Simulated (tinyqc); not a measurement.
Recursion (Haydock) method for the local density of states: bulk site of a cubic lattice: one step. The continued fraction at one energy. Four cases, with inputs chosen for the exercise.

Problem. Start from the terminator and work up: G_i = 1/(z - a_i - S_i), S_i = b_(i+1)^2 G_(i+1), with T in place of G_n. The density is -Im G_0/pi.

One orbital a site at energy 0, hopping -t to the 6 nearest neighbours of a cubic lattice; the start u0 is a site in the bulk, with energy V. Recursion: a_n = <u_n|H|u_n>, b_(n+1) u_(n+1) = (H - a_n) u_n - b_n u_(n-1), b > 0. G(z) = 1/(z - a0 - b1^2/(z - a1 - b2^2/(...))), z = E + i eta. After n levels the tail is b_n^2 T with the square-root terminator T = (z - sqrt(z - 2b) sqrt(z + 2b))/(2 b^2), b = 3t so that the band edges lie at -/+ 6t.

Give: Levels of the fraction; local density of states.

Case 1.

Values chosen: t = 0.97 eV (hopping); E = -0.56 eV (energy); eta = 0.049 eV (broadening).

Coefficients:

| n | a_n (eV) | b_(n+1) (eV) | b_(n+1)^2/t^2 |
|---|---|---|---|
| 0 | 0.000000 | 2.3760051 | 6.000000 |
| 1 | 0.000000 | 2.9100000 | 9.000000 |
| 2 | 0.000000 | 2.9809860 | 9.444444 |
| 3 | 0.000000 | 2.8372385 | 8.555556 |

Solution.

Levels of the fraction:

| i | S_i (eV) | G_i (1/eV) |
|---|---|---|
| 3 | -0.2639-2.7303i | -0.0379-0.3558i |
| 2 | -0.3368-3.1615i | -0.0216-0.3100i |
| 1 | -0.1825-2.6250i | -0.0518-0.3667i |
| 0 | -0.2922-2.0700i | -0.0587-0.4645i |

local density of states = 0.1479 1/eV

A direct sum over the zone gives 0.1456 1/eV at the same z; 4 levels miss it by +1.5 %.

Case 2.

Values chosen: t = 1.29 eV (hopping); E = 0.63 eV (energy); eta = 0.065 eV (broadening).

Coefficients:

| n | a_n (eV) | b_(n+1) (eV) | b_(n+1)^2/t^2 |
|---|---|---|---|
| 0 | 0.000000 | 3.1598418 | 6.000000 |
| 1 | 0.000000 | 3.8700000 | 9.000000 |
| 2 | 0.000000 | 3.9644041 | 9.444444 |
| 3 | 0.000000 | 3.7732347 | 8.555556 |
| 4 | 0.000000 | 3.9333411 | 9.297021 |
| 5 | 0.000000 | 3.8484381 | 8.899992 |

Solution.

Levels of the fraction:

| i | S_i (eV) | G_i (1/eV) |
|---|---|---|
| 5 | 0.3089-3.7823i | 0.0215-0.2581i |
| 4 | 0.3333-3.9935i | 0.0179-0.2451i |
| 3 | 0.2551-3.4894i | 0.0294-0.2782i |
| 2 | 0.4613-4.3731i | 0.0086-0.2250i |
| 1 | 0.1281-3.3698i | 0.0417-0.2851i |
| 0 | 0.4159-2.8461i | 0.0251-0.3417i |

local density of states = 0.1088 1/eV

A direct sum over the zone gives 0.1095 1/eV at the same z; 6 levels miss it by -0.7 %.

Case 3.

Values chosen: t = 1.19 eV (hopping); E = -2.38 eV (energy); eta = 0.059 eV (broadening).

Coefficients:

| n | a_n (eV) | b_(n+1) (eV) | b_(n+1)^2/t^2 |
|---|---|---|---|
| 0 | 0.000000 | 2.9148928 | 6.000000 |
| 1 | 0.000000 | 3.5700000 | 9.000000 |
| 2 | 0.000000 | 3.6570860 | 9.444444 |
| 3 | 0.000000 | 3.4807359 | 8.555556 |

Solution.

Levels of the fraction:

| i | S_i (eV) | G_i (1/eV) |
|---|---|---|
| 3 | -1.1213-3.1717i | -0.1047-0.2687i |
| 2 | -1.4003-3.5942i | -0.0685-0.2554i |
| 1 | -0.8728-3.2546i | -0.1137-0.2501i |
| 0 | -0.9664-2.1246i | -0.2089-0.3227i |

local density of states = 0.1027 1/eV

A direct sum over the zone gives 0.1118 1/eV at the same z; 4 levels miss it by -8.2 %.

Case 4.

Values chosen: t = 0.88 eV (hopping); E = 4.17 eV (energy); eta = 0.044 eV (broadening).

Coefficients:

| n | a_n (eV) | b_(n+1) (eV) | b_(n+1)^2/t^2 |
|---|---|---|---|
| 0 | 0.000000 | 2.1555510 | 6.000000 |
| 1 | 0.000000 | 2.6400000 | 9.000000 |
| 2 | 0.000000 | 2.7043997 | 9.444444 |
| 3 | 0.000000 | 2.5739896 | 8.555556 |
| 4 | 0.000000 | 2.6832094 | 9.297021 |
| 5 | 0.000000 | 2.6252911 | 8.899992 |

Solution.

Levels of the fraction:

| i | S_i (eV) | G_i (1/eV) |
|---|---|---|
| 5 | 2.0338-1.5800i | 0.2967-0.2255i |
| 4 | 2.1359-1.6238i | 0.2940-0.2410i |
| 3 | 1.9478-1.5970i | 0.2912-0.2150i |
| 2 | 2.1298-1.5727i | 0.3011-0.2386i |
| 1 | 2.0984-1.6629i | 0.2875-0.2369i |
| 0 | 1.3359-1.1008i | 0.3034-0.1225i |

local density of states = 0.0390 1/eV

A direct sum over the zone gives 0.0388 1/eV at the same z; 6 levels miss it by +0.6 %.

Computed by tinyqc, one run a case: `OMP_NUM_THREADS=1 python tinyqc.py N N+1 out.jsonl` with N = 1480619, 1480874, 1480960, 1481406; one thread of a shared Intel(R) Xeon(R) Processor @ 2.30GHz, about 0.2 s a run at most.
